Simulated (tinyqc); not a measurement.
Five forms on the same table: equation-of-state fits to an energy-volume table made by a known binding curve. Computed by tinyqc, a small Python program. Command: `OMP_NUM_THREADS=1 python tinyqc.py 3015682 3015683 out.jsonl eosfit walk`. One thread of a shared host (Intel(R) Xeon(R) Processor @ 2.30GHz), about 0.03 s of CPU time with the checks.

With x = (V/V_0)^(1/3), the energy per atom is E = D [exp(-2 eta (x - 1)) - 2 exp(-eta (x - 1))], so that B0 = 2 D eta^2/(9 V_0) and B' = 1 + eta. B' = dB/dP at P = 0.

Inputs (values chosen for the exercise, for a model crystal): cohesive energy D = 1.42 eV/atom; true volume V_0 = 28.5 angstrom^3/atom; stiffness eta = 4.85; half-width of the volume window w = 0.12; shift of the window centre s = 0.0047; points N = 7; compression V/V_0 for the pressure test = 0.75; noise amplitude = 0.053 meV.

Binding curve: Morse. Noise: added.

Constants: 1 eV/angstrom^3 = 160.2176634 GPa.

Method:
- B0 and B' from the formulas above; P = -dE/dV at V = c V_0 (c the compression chosen), from the curve itself.
- Table: V_j = V_0 [1 + s + w (2 j/(N - 1) - 1)], j = 0..N-1, rounded to 0.001; E_j from the curve plus the noise amplitude times the listed numbers xi_j (xi_0 first), rounded to 1e-7 eV.
- Murnaghan: E = E0 + (B0 V/B') [(V0/V)^B'/(B' - 1) + 1] - B0 V0/(B' - 1), P = (B0/B') [(V0/V)^B' - 1].
- Birch-Murnaghan: E = E0 + (9 V0 B0/16) [y^3 B' + y^2 (2 - 4 y)], y = (V0/V)^(2/3) - 1; P = (3 B0/2) (x^7 - x^5) [1 + (3/4)(B' - 4)(x^2 - 1)], x = (V0/V)^(1/3).
- Vinet: E = E0 + (9 B0 V0/h^2) {1 + [h (1 - x) - 1] exp(h (1 - x))}, P = 3 B0 (1 - x) x^-2 exp(h (1 - x)), x = (V/V0)^(1/3), h = (3/2)(B' - 1).
- All are least-squares fits to the energies; for polynomials in V, B0 = V E'' and B' = -1 - V E'''/E'' at the minimum.

numbers xi_j, drawn evenly from -1 to 1: [-0.5294, 0.7635, -0.5495, -0.8455, -0.3934, -0.0524, 0.8830]

exact B0 = 41.7277 GPa

exact B' = 5.85

exact pressure at c V_0 = 27.1913 GPa

Table:
```
V (angstrom^3)      E (eV)
25.214          -1.3548949
26.354          -1.3948184
27.494          -1.4150103
28.634          -1.4199636
29.774          -1.4133110
30.914          -1.3979055
32.054          -1.3758961
```

Fitted values:
```
form             V0 (angstrom^3)  B0 (GPa)       B'  P at c V_0 (GPa)
exact                     28.500    41.728   5.8500            27.191
parabola in V             28.860    43.276  -1.0000                 -
cubic in V                28.504    44.049   5.5206                 -
Murnaghan                 28.505    41.238   5.7381            30.297
Birch-Murnaghan           28.502    41.701   5.7939            27.449
Vinet                     28.502    41.801   5.8030            26.854
```

What does the comparison show, and why?

In B0 the Birch-Murnaghan form comes closest (-0.06 %) and the cubic in V form misses most (+5.56 %). A parabola in V has no third derivative, so its B' is -1 by construction. At c V_0, beyond the window, the pressure errors are Murnaghan +11.4 %, Birch-Murnaghan +0.9 %, Vinet -1.2 %; Murnaghan keeps B linear in P and so runs too stiff under compression.

Extremes, crossings and ranges named in words are read from the listed rows.
